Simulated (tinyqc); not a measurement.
# One level coupled to a phonon between two leads, self-consistent Born approximation: effects of single changes

Wide-band leads with mu_L = +V/2 and mu_R = -V/2; phonons in equilibrium, Nq = 1/(exp(w0/kB T) - 1). Scattering links only energies that differ by w0, so a ladder E_k = E1 + k w0 closes on itself; terms that reach past its ends are dropped. Gn and Gp are the electron and hole parts of the spectral function A = Gn + Gp.

Values chosen for this exercise: temperature of leads and phonons T = 77 K; phonon energy w0 = 36 meV; level ed = -46 meV; coupling to the left lead GL = 25 meV; coupling to the right lead GR = 27 meV; electron-phonon matrix element M = 4.9 meV; bias V = 108 mV.

Constants: q = 1.602176634e-19 C, kB = 1.380649e-23 J/K, h = 6.62607015e-34 J s, Vt = kB T/q. Results are converted to the units shown.

Each table varies one quantity; the others keep the values above.

## Effect of the level position

|G|^2 = 1/[(E - ed)^2 + (GL + GR + Sin + Sout)^2/4], Gn = |G|^2 (GL fL + GR fR + Sin), Gp = |G|^2 (GL (1 - fL) + GR (1 - fR) + Sout), f = 1/(1 + exp((E - mu)/kB T)). Sin(E) = M^2 [(Nq + 1) Gn(E + w0) + Nq Gn(E - w0)], Sout(E) = M^2 [(Nq + 1) Gp(E - w0) + Nq Gp(E + w0)]. Spectral currents into the level: iL = GL [fL Gp - (1 - fL) Gn], iR = GR [fR Gp - (1 - fR) Gn]. Here E - ed is replaced by E - ed - R(E), with the real part R(E) = (1/2 pi) P int [Sin + Sout](y) dy/(E - y). The total for one spin is I = (q/h) times the integral of iL over all E (all ladders, each long enough that its ends do not matter); the power given to phonons is (1/h) times the integral of E (iL + iR).

Effect of the level position:
```
ed (meV)  I (uA)  I without phonons (uA)  ratio of the two  power to phonons (nW)  share of I V (%)
0          2.215                   2.222            0.9970                  1.070            0.4473
18         2.130                   2.137            0.9968                 0.9489            0.4125
36         1.842                   1.847            0.9977                 0.6482            0.3258
54         1.342                   1.339             1.002                 0.3294            0.2273
72        0.8241                  0.8190             1.006                 0.1282            0.1441
90        0.4880                  0.4846             1.007                0.04637           0.08798
108       0.3096                  0.3079             1.005                0.01887           0.05643
126       0.2131                  0.2123             1.004               0.009002           0.03911
144       0.1563                  0.1558             1.003               0.004864           0.02882
```

I falls from 2.22 to 0.156 uA as the level leaves the window |E| < 54 meV; the ratio to the current without phonons moves up and down between 0.997 and 1.01. The power to phonons falls from 1.07 to 0.00486 nW.

## Current against bias

Same model as above.

Result of one run:
```
V (mV)  I (uA)  I without phonons (uA)  ratio of the two  power to phonons (nW)  share of I V (%)
166      2.302                   2.307            0.9977                  1.011            0.2647
```

What becomes of these results when the bias V is changed from 166 to 140 mV, all else the same?

Result of the changed run:
```
V (mV)  I (uA)  I without phonons (uA)  ratio of the two  power to phonons (nW)  share of I V (%)
140      2.049                   2.054            0.9976                 0.7798            0.2719
```

The whole series:
```
V (mV)  I (uA)  I without phonons (uA)  ratio of the two  power to phonons (nW)  share of I V (%)
14      0.1479                  0.1469             1.007               0.002270            0.1096
40      0.4545                  0.4515             1.007                0.03590            0.1974
65      0.8245                  0.8204             1.005                 0.1364            0.2544
90       1.264                   1.262             1.002                 0.3037            0.2670
115      1.699                   1.701            0.9988                 0.5298            0.2711
140      2.049                   2.054            0.9976                 0.7798            0.2719
166      2.302                   2.307            0.9977                  1.011            0.2647
191      2.464                   2.468            0.9984                  1.167            0.2480
216      2.576                   2.578            0.9990                  1.256            0.2258
```

I rises from 0.148 to 2.58 uA; its ratio to the current without phonons goes from 1.01 through a minimum of 0.998 (at V = 140 mV among the rows listed) to 0.999, and the share of I V given to phonons goes from 0.110 through a maximum of 0.272 (at V = 140 mV among the rows listed) to 0.226 %. Emission at zero temperature needs V above w0 = 36 mV; the rest of I V is released in the leads.

Range of the model: The self-consistent Born approximation keeps only non-crossing phonon lines and no Hartree shift; it is rough once the coupling nears the phonon energy.

tinyqc, about 0.06 s, one thread, Intel Xeon 2.30GHz (shared host): `OMP_NUM_THREADS=1 python tinyqc.py 2720047 2720048 out.jsonl`
